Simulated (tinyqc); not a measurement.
Inside a calculation. Model: input admittance of a MOSFET at zero drain bias: distributed channel and distributed gate.

tinyqc, about 0.01 s, one thread, Intel Xeon 2.30GHz (shared host): `OMP_NUM_THREADS=1 python tinyqc.py 2262172 2262173 out.jsonl` Printed values are rounded.

Source and drain grounded, strong inversion, w = 2 pi f, Cox = eps0 eox/tox. The channel is an RC line of resistance 1/(mu Cox Vo) per square fed from both ends, so one finger has the intrinsic admittance y = i w Cox L tanh(g)/g per width, g = (1/2) sqrt(i w tau), tau = L^2/(mu Vo). The vertical resistance rv/L is in series with y, the overlaps 2 i w Cov in parallel: y_t = 1/(1/y + rv/L) + 2 i w Cov. The gate strip is a line of Rsh/L per length loaded by y_t, so a finger has Y = y_t Wf tanh(k)/k, k = (Wf/sd) sqrt(y_t Rsh/L); the device has Nf Y.

Values chosen for this exercise; values of the order met in silicon radio-frequency transistors: relative permittivity of the gate insulator (close to zirconium oxide) eox = 25.2; insulator thickness tox = 8.1 nm; channel length L = 0.23 um; finger width Wf = 0.84 um; number of fingers Nf = 64; channel mobility mu = 250 cm^2/(V s); gate overdrive Vo = 0.78 V; sheet resistance of the gate Rsh = 28 ohm/square; vertical resistivity of the gate stack rv = 0 ohm um^2; number of ends at which a finger is contacted sd = 2; overlap and fringe capacitance on each side Cov = 0.18 fF/um; frequency f = 25 GHz.

Constants: eps0 = 8.8541878128e-14 F/cm where lengths are in cm. Results are converted to the units shown.

## Low-frequency resistances and capacitance

Low-frequency limits, with c = Cox L and ct = c + 2 Cov: R_strip = Rsh Wf/(3 sd^2 L Nf), R_ch = (c/ct)^2 L/(12 mu Cox Vo Wf Nf), R_vert = (c/ct)^2 rv/(L Wf Nf), C = ct Wf Nf.

parts (ohm): strip 0.133152, channel 0.594272, vertical 0
sum = 0.727424 ohm
C = 359.959 fF
1/(2 pi R C) = 607.826 GHz

The channel term is the largest, 81.7 % of the sum.

## Admittance of the channel and stack per width

tau, g, c = Cox L, y and y_t as defined.

tau = 2.71282 ps
g = 0.230795+0.230795i
c = 6.33566 fF/um
y = 35.276+993.701i uS/um
y_t = 35.28+1050.25i uS/um

w tau = 0.426, and Im y is 0.998 of w c.

## Input impedance of the device

k and Y as defined; Z = 1/(Nf Y) = R + 1/(i w C); Q = |Im Z|/R; signal at the point farthest from a contact |1/cosh k|.

k = 0.107991+0.104425i
Nf Y = 2.3200+56.4291i mS
R = 0.727356 ohm
C = 359.846 fF
Q = 24.3230
signal at the far point = 0.999579

R is within 0.01 % of its low-frequency limit and C is 0.031 % below its own.
